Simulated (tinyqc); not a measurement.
# Off-state leakage of single and stacked transistors: what changes with what

n-channel devices of unit width. Subthreshold current I(Vg, Vs, Vd) = I0 (T/300 K)^0.5 exp[(Vg - Vs - VT(T) - gb (Vs - Vb) + dd (Vd - Vs))/(nf Vt)] (1 - exp(-(Vd - Vs)/Vt)), VT(T) = VT - cT (T - 300 K). Gate-edge tunnelling Ig (Vd/1 V) exp(ag (Vd - 1 V)), for a gate at 0 V, and band-to-band leakage Ab u exp(-Bb/u), u = Vd - Vb + 1 V, flow at a drain held at V; both are taken as independent of T. In a stack of off transistors (all gates at 0 V) the same subthreshold current passes through each.

Parameters, values chosen for the exercise; values of the order met in bulk silicon logic transistors:

| symbol | value | unit | meaning |
|---|---|---|---|
| T | 378 | K | temperature |
| V | 1 | V | supply voltage |
| VT | 0.3 | V | threshold at 300 K, zero drain and body bias |
| cT | 0.5 | mV/K | fall of the threshold with temperature |
| I0 | 0.14 | uA/um | current at threshold at 300 K |
| nf | 1.5 |  | slope factor |
| dd | 0.11 |  | drain-induced lowering per volt |
| gb | 0.17 |  | rise of the threshold per volt of source-body bias |
| Ig | 0.0001 | uA/um | gate-edge tunnelling current at 1 V |
| ag | 3.4 | 1/V | exponential slope of the gate current |
| Ab | 50 | uA/(um V) | prefactor of band-to-band leakage at the drain |
| Bb | 22 | V | its exponential voltage |
| Vb | -0.6 | V | body voltage |

Constants: q = 1.602176634e-19 C, kB = 1.380649e-23 J/K, Vt = kB T/q. Results are converted to the units shown.

Each table varies one quantity; the others keep the values above.

## Subthreshold current against the height of the stack

All n gates at 0 V, bottom source at 0 V, top drain at V; node voltages follow from equal currents.

Results:
```
n,I (nA/um),reduction factor,drain voltage of the bottom device (mV),source voltage of the top device (mV),voltage across the top device (V)
1,0.88618,1.0000,1000.0,0,1.0000
2,0.10319,8.5883,82.085,82.085,0.91791
3,0.054627,16.223,26.164,106.36,0.89364
4,0.037254,23.788,15.855,120.97,0.87903
6,0.022828,38.821,8.9329,139.67,0.86033
```

Estimate the missing row, n = 5.

Computed row:
```
n,I (nA/um),reduction factor,drain voltage of the bottom device (mV),source voltage of the top device (mV),voltage across the top device (V)
5,0.028299,31.316,11.417,131.47,0.86853
```

With this row back in the table: The second transistor cuts the current by a factor of 8.59, the third by a further 1.89 and the sixth by 1.24. The top device keeps 86.0 % of the supply at n = 6, while the drain voltage of the bottom one falls to 0.274 Vt.

## Leakage components against the body voltage

Same model as above.

One transistor with Vg = Vs = 0, Vd = V; stack factor I(one)/I(two in series).

The same in every row: gate edge (nA/um) = 0.1000; stack factor = 8.588.

Result of one run:
```
Vb (V),subthreshold (nA/um),band-to-band (nA/um),total (nA/um),largest part
0,7.147,1.670,8.918,subthreshold
```

What becomes of these results when the body voltage Vb is changed from 0 to -0.8 V, all else the same?

Result of the changed run:
```
Vb (V),subthreshold (nA/um),band-to-band (nA/um),total (nA/um),largest part
-0.8,0.4419,54.18,54.72,band-to-band
```

The whole series:
```
Vb (V),subthreshold (nA/um),band-to-band (nA/um),total (nA/um),largest part
0.2,14.33,0.4428,14.88,subthreshold
0,7.147,1.670,8.918,subthreshold
-0.2,3.564,4.994,8.658,band-to-band
-0.4,1.777,12.54,14.41,band-to-band
-0.6,0.8862,27.49,28.47,band-to-band
-0.8,0.4419,54.18,54.72,band-to-band
-1,0.2203,98.01,98.33,band-to-band
-1.2,0.1099,165.3,165.5,band-to-band
-1.4,0.05479,263.2,263.4,band-to-band
```

As Vb goes from 0.2 to -1.4, the total leakage goes from 14.9 through a minimum of 8.66 (at Vb = -0.2 among the rows listed) to 263 nA/um. The subthreshold part leads at Vb = 0.2, the band-to-band part from -0.2 on. The exact minimum lies at Vb = -0.110 V: reverse body bias lowers the subthreshold part by a decade every nf Vt ln 10/gb = 0.662 V but raises the band-to-band part. The reduction by a stack of two stays at 8.59, for the subthreshold part alone. For Vb = 0.2, 0 the gate is within about 3 nf Vt of threshold, where the exponential law overstates the current. For Vb = 0.2 the body is forward biased; the junction current, left out, is still small at this voltage.

Program tinyqc, `OMP_NUM_THREADS=1 python tinyqc.py 2242029 2242030 out.jsonl`; Intel Xeon 2.30GHz, shared host, one thread, about 0.03 s.
